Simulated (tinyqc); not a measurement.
Hall effect and magnetoresistance of several carrier groups with constant relaxation times. From rho_xx back to density n2. Computed by tinyqc, a small Python program. Command: `OMP_NUM_THREADS=1 python tinyqc.py 3029776 3029777 out.jsonl hall2 inv`. One thread of a shared host (Intel(R) Xeon(R) Processor @ 2.30GHz), about 0.01 s of CPU time with the checks.

Group 1 has charge -e and group 2 charge +e; s_i is that sign. B lies along z; mu B is formed with mu in m^2/(V s).

Inputs (values chosen for the exercise, for a model conductor): density n1 = 4e+16 1/cm^3; mobility mu1 = 29000 cm^2/(V s); mobility mu2 = 3500 cm^2/(V s); magnetic field B = 0.062 T.

Carriers: electrons and holes. Densities: per volume.

Constants: e = 1.602176634e-19 C.

Method. sigma_xx = sum n_i e mu_i/(1 + mu_i^2 B^2); sigma_xy = sum s_i n_i e mu_i^2 B/(1 + mu_i^2 B^2). rho_xx = sigma_xx/(sigma_xx^2 + sigma_xy^2); Hall coefficient R_H = sigma_xy/(B (sigma_xx^2 + sigma_xy^2)), with B in V s/cm^2 (1 T = 1e-4 V s/cm^2); magnetoresistance MR = rho_xx(B)/rho_xx(0) - 1. Apparent density 1/(e |R_H|); Hall mobility |R_H|/rho_xx.

Question. A run gave the result below. Find the density n2, known to lie between 3.4e+16 and 5.4e+16 1/cm^3.

rho_xx = 0.004774909 ohm cm

Answer.

Each step takes the trial c = (a f_b - b f_a)/(f_b - f_a), f being the result less the target and a, b, c the logarithms of the listed values; c replaces end b, the old b replaces a if the sign of f changed, and otherwise f_a is halved.

Scan of the range:
```
density n2 (1/cm^3)  rho_xx (ohm cm)
3.40e+16                  0.00489671
3.67e+16                  0.00486185
3.97e+16                  0.00482368
4.28e+16                  0.00478484
4.63e+16                  0.00474170
5.00e+16                  0.00469691
5.40e+16                  0.00464940
```

False position (Illinois rule, in the logarithm of the input) inside the bracket:
```
step        end a        end b        trial  rho_xx (ohm cm)
1     4.28000e+16  4.63000e+16  4.35812e+16       0.00477514
2     4.63000e+16  4.35812e+16  4.35996e+16       0.00477491
3     4.63000e+16  4.35996e+16  4.36004e+16       0.00477490
4     4.35996e+16  4.36004e+16  4.36000e+16       0.00477491
```

rho_xx falls at every point of a 13-point scan of the range (every second point is shown), so one value fits; it is bracketed by 4.28e16 and 4.63e16. Answer: density n2 = 4.360e16 1/cm^3.
